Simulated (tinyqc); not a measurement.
Bulk resistivity and mean free path from two films.

Problem. In the thick-film limit single-crystal films obey rho = rho0 (1 + 3 (1 - ps) lam/(8 d)). Find rho0, lam and the product rho0 lam.

Parameters, values chosen for the exercise:
- ps = 0.2 (specular share of surface scattering)

rho at d = 79 and 330 nm (uohm cm): [1.9768899, 1.7738918]

Answer. rho is a straight line in 1/d: the intercept is rho0 and the slope (3/8)(1 - ps) rho0 lam. Without ps only the product (1 - ps) lam could be found.

rho0 = 1.71 uohm cm
lam = 41.1 nm
rho0 lam = 70.3 uohm cm nm

Program tinyqc, `OMP_NUM_THREADS=1 python tinyqc.py 2100145 2100146 out.jsonl`; Intel Xeon 2.30GHz, shared host, one thread, about 0.01 s.
